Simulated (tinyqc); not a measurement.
Interband optics of a two-band s-p chain from momentum matrix elements: one step. Dielectric function from the table.

With w(k) = |<c|W|v>|^2 and D(k) = Ec - Ev, on the mesh k_j = (j + 1/2)/N (2 pi/a): eps(E) = 1 + (8 pi e2/(a Ar)) mean_j (w/D^2) [1/(D - E - i eta) + 1/(D + E + i eta)], e2 = e^2/(4 pi eps0); light polarised along the chains, no local fields.

Constants: e^2/(4 pi eps0) = 14.39964547 eV angstrom; hbar^2/2m0 = 3.80998211 eV angstrom^2.

Parameters, chosen for this exercise:
- a = 2.81 angstrom (period)
- Ar = 12.9 angstrom^2 (cross-section per chain)
- eta = 0.3 eV (Lorentzian half width)
- E = 6.43 eV (photon energy)

Transitions:
```
k (2 pi/a)    D (eV)  w (eV^2 angstrom^2)        f
0.041667    2.253011             27.06515  3.15300
0.125000    5.043552              0.24000  0.01249
0.208333    7.040648              3.70449  0.13810
0.291667    7.737949             17.15742  0.58197
0.375000    7.320627             43.12401  1.54614
0.458333    6.598133             75.47990  3.00253
```

Task: Take the mean over the rows. Also eps(0) at eta = 0, and the effective electrons per cell n_eff = 2 mean(f).

Give: eps(E); eps(0); n_eff.

Result:

eps(E) = 6.221+8.043i
eps(0) = 10.281
n_eff = 2.811

On a mesh of 2000 points the values are 4.890+7.884i, 26.452 and 3.510. n_eff need not equal the 2 electrons of the cell: a two-orbital basis with chosen hoppings does not obey the sum rule of free electrons. E lies within, or within 2 eta of, the range of transitions of the band (1.43 to 7.74 eV); their spacing on this mesh (up to 2.79 eV) exceeds eta, so eps(E) depends on where the few mesh points fall.

tinyqc: `OMP_NUM_THREADS=1 python tinyqc.py 1651385 1651386 out.jsonl`; about 0.01 s, one thread, shared Intel(R) Xeon(R) Processor @ 2.30GHz.
